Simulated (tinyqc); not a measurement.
# Changing the gate voltage V_G

Model: charge control and current of a heterostructure field-effect transistor. Computed by tinyqc, a small Python program. Command: `OMP_NUM_THREADS=1 python tinyqc.py 3006920 3006921 out.jsonl hemt sweep`. One thread of a shared host (Intel(R) Xeon(R) Processor @ 2.30GHz), about 0.02 s of CPU time with the checks.

Two subbands in a triangular well; E_F is counted from the conduction band edge of the channel at the interface.

Inputs (values chosen for the exercise, modelled on AlGaN/GaN):
```
quantity                                  value        unit
channel mass m                             0.21         m_0
permittivity eps (barrier and channel)     9.25           -
barrier thickness d                          24          nm
Schottky barrier phi_B                      1.2          eV
conduction band offset dE_c                0.22          eV
polarisation charge sigma/e             7.8e+12      1/cm^2
mobility mu                                2100  cm^2/(V s)
saturation velocity v_s                     1.4    1e7 cm/s
gate length L                              1200          nm
source resistance R_S                      0.14      ohm mm
temperature T                               300           K
mixing                                      0.3           -
iteration cap                               200           -
```

Charge source: polarisation. Velocity law: two-piece.

Constants: e = 1.602176634e-19 C; eps_0 = 8.8541878128e-12 F/m; k_B = 8.617333262e-05 eV/K; hbar = 1.054571817e-34 J s; m_0 = 9.1093837015e-31 kg; k_B = 1.380649e-23 J/K.

Method:
- Threshold V_T = phi_B - dE_c - sigma d/(eps eps_0) (in volts); C_b = eps eps_0/d.
- Charge control: n_s = C_b (V_G - V_T - E_F/e)/e. Well: mean field F = e n_s/(2 eps eps_0), E_i = (hbar^2/2m)^(1/3) [(3 pi e F/2)(i + 3/4)]^(2/3), i = 0, 1; n_s = D k_B T sum_i ln(1 + exp((E_F - E_i)/k_B T)), D = m/(pi hbar^2), which is solved in closed form for E_F.
- Iteration from n_s = C_b (V_G - V_T)/(2e): E_F from n_s, n_out from the charge control, n_new = n_s + mixing (n_out - n_s), kept above n_s/10; stop when |n_out/n_s - 1| < 1e-9.
- C_g = e dn_s/dV_G = 1/(1/C_b + 1/C_q), 1/C_q = d(E_F/e)/d(e n_s) by a central difference of +/- 0.1 % in n_s; added distance dd = eps eps_0/C_q.
- With V = e n_s/C_g and V_c = v_s L/mu: for v = mu F up to v_s, I/W = C_g v_s V_c (sqrt(1 + (V/V_c)^2) - 1) and V_Dsat = V + V_c - sqrt(V^2 + V_c^2); g_m = dI/dV; extrinsic g_m/(1 + g_m R_S); f_T = g_m/(2 pi C_g L).

One run for each value; columns: (1) gate voltage V_G (V); (2) sheet density n_s (1/cm^2); (3) gate capacitance C_g (microfarad/cm^2); (4) E_F (meV); (5) saturation current I/W (mA/mm); (6) extrinsic g_m (mS/mm):
```
(1)           (2)      (3)     (4)     (5)     (6)
-2.10  1.1354e+12  0.29663   49.00    86.4  244.02
-1.60  2.0806e+12  0.30736  105.25   235.7  330.28
-1.10  3.0480e+12  0.31214  151.04   418.3  368.98
-0.64  3.9481e+12  0.31469  188.44   600.7  387.15
-0.16  4.8937e+12  0.31646  224.48   799.1  398.11
0.32   5.8438e+12  0.31772  258.43  1002.4  404.93
0.80   6.7971e+12  0.31866  290.85  1208.9  409.48
```

Over the rows, sheet density n_s (1/cm^2) rises from 1.14e12 to 6.80e12; gate capacitance C_g (microfarad/cm^2) rises from 0.297 to 0.319; E_F (meV) rises from 49.0 to 291.  Left out: -4.00, -3.50, -3.00, -2.60 (the gate voltage is too near the threshold).

Caution (rows -0.160, 0.320, 0.800): E_F lies above the conduction band minimum of the barrier, so electrons would spill into the barrier.

Extremes, crossings and ranges named in words are read from the listed rows.
